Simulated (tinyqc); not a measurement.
Optical transitions of a finite quantum well: sweeps and comparisons. A value that a table varies takes the place of the one given here.

Each carrier sees a square well of width L with its own depth V and masses m (inside), mb (outside); c = hbar^2/2m0, k = sqrt(m E/c), kappa = sqrt(mb (V - E)/c), and level n solves k L + 2 atan[(k/m)/(kappa/mb)] = n pi. The envelope is cos(kz) for odd n and sin(kz) for even n inside, joins exp(-kappa (|z| - L/2)) outside, and is normalised to 1. Excitons and band mixing are left out.

Constants: hbar^2/2m0 = 3.80998211 eV angstrom^2; e^2/(4 pi eps0) = 14.39964547 eV angstrom; hc = 1239.841984 eV nm.

Parameters, chosen for this exercise (near those of an InGaAs well in InAlAs; not measured data): L = 121 angstrom (well width); Vc = 0.497 eV (conduction offset); me = 0.0419 m0 (electron, well); meb = 0.0737 m0 (electron, barrier); eps = 11.7 (background dielectric constant); Nss = (0.074, 0.18, 0.37, 0.74, 1.1, 1.5, 2.2) x 1e12/cm^2 (sheet densities); Eg = 0.821 eV (gap of the well); Vv = 0.201 eV (valence offset); mh = 0.379 m0 (heavy hole along z, well); mhb = 0.412 m0 (heavy hole, barrier); ml = 0.0543 m0 (light hole along z, well); mlb = 0.0914 m0 (light hole, barrier); Ls = (23, 36, 47, 56, 78, 94, 144) angstrom (widths).

## Depolarisation shift

The collective line lies at E12 sqrt(1 + a), a = 8 pi q (n1 - n2) S/(eps E12), q = e^2/(4 pi eps0), S = integral over z of (integral up to z of psi_1 psi_2)^2. Zero temperature with the mass me in both subbands: n1 - n2 = Ns until Ns reaches D E12, D = me/(2 pi c), and D E12 beyond. 1e12/cm^2 = 1e-4/angstrom^2; exchange and the static band bending by the charge are left out.

Line position:

| Ns (1e12/cm^2) | n1 - n2 | a | line (meV) | shift (meV) |
|---|---|---|---|---|
| 0.074 | 0.074 | 0.0182 | 111.35 | 1.00 |
| 0.18 | 0.180 | 0.0443 | 112.77 | 2.42 |
| 0.37 | 0.370 | 0.0911 | 115.27 | 4.92 |
| 0.74 | 0.740 | 0.1822 | 119.98 | 9.63 |
| 1.1 | 1.100 | 0.2708 | 124.40 | 14.05 |
| 1.5 | 1.500 | 0.3693 | 129.13 | 18.78 |
| 2.2 | 1.931 | 0.4755 | 134.04 | 23.69 |

S = 8.783 angstrom
E12 = 110.35 meV

The upward shift grows from 1.00 to 23.69 meV, 21.5 % of E12 at most. It stops moving once e2 starts to fill, at Ns = 1.93 e12/cm^2. For small a the shift is a E12/2, linear in Ns; in the last row that rule gives 26.24 meV. S/L = 0.0726, against 5/(9 pi^2) = 0.0563 for hard walls.

## Width of the well

Edge wavelength hc/(Eg + e1 + hh1), squared e1-hh1 overlap, lh1 - hh1, and the 1-2 intersubband energy with f_12 = (m1/c) E12 z_12^2, 1/m1 = <1|1/m|1> (dash: e2 unbound).

Results:

| L (angstrom) | edge (nm) | overlap^2 | lh1 - hh1 (meV) | E12 (meV) | f_12 |
|---|---|---|---|---|---|
| 23 | 1077.5 | 0.9300 | 66.7 | - | - |
| 36 | 1197.4 | 0.9490 | 59.6 | - | - |
| 47 | 1266.2 | 0.9588 | 50.8 | 348.4 | 0.721 |
| 56 | 1307.7 | 0.9647 | 44.3 | 308.1 | 0.947 |
| 78 | 1374.3 | 0.9747 | 32.1 | 209.1 | 0.977 |
| 94 | 1404.4 | 0.9796 | 25.9 | 161.2 | 0.972 |
| 144 | 1454.0 | 0.9882 | 14.8 | 83.8 | 0.964 |

The edge tunes from 1078 to 1454 nm, towards hc/Eg = 1510 nm, while the overlap goes from 0.930 to 0.988. e2 binds at L = pi sqrt(c/(me Vc)) = 42.5 angstrom; f_12 starts from zero there and is 0.721 at 47 angstrom, the rest going to the continuum; among the widths listed it peaks at 0.977 (78 angstrom) and is 0.964 in the widest well, against 0.961 for hard walls.

## What each parameter does

Edge wavelength hc/(Eg + e1 + hh1), squared overlap of e1 and hh1, and the confinement energies. Each row changes one parameter from the base and keeps the others.

Results:

| case | edge (nm) | overlap^2 | e1 (meV) | hh1 (meV) |
|---|---|---|---|---|
| base | 1436.8 | 0.9851 | 36.6 | 5.4 |
| L = 109 angstrom | 1424.5 | 0.9829 | 42.9 | 6.5 |
| Eg = 0.837 eV | 1410.6 | 0.9851 | 36.6 | 5.4 |
| Vc = 0.422 eV | 1439.0 | 0.9808 | 35.2 | 5.4 |
| Vv = 0.241 eV | 1436.6 | 0.9825 | 36.6 | 5.5 |
| me = 0.0461 m0 | 1440.0 | 0.9882 | 34.6 | 5.4 |
| mh = 0.436 m0 | 1437.7 | 0.9819 | 36.6 | 4.8 |
| meb = 0.0884 m0 | 1439.1 | 0.9830 | 35.2 | 5.4 |

The largest shifts from the base row, up to three for each result and ties (the steps differ in size, so this ranks the rows, not the parameters). edge (nm): Eg -26.2, L -12.3, me +3.3. overlap^2: Vc -0.0043, mh -0.0032, me +0.0031; unchanged at the printed digits by Eg. e1 (meV): L +6.3, me -2.0, meb -1.4, Vc -1.4; unchanged at the printed digits by Eg, Vv and mh. hh1 (meV): L +1.1, mh -0.6, Vv +0.1; unchanged at the printed digits by Eg, Vc, me and meb.

(tinyqc, `OMP_NUM_THREADS=1 python tinyqc.py 1281614 1281615 out.jsonl`, Intel(R) Xeon(R) Processor @ 2.30GHz, 1 thread, shared host, about 0.04 s.)
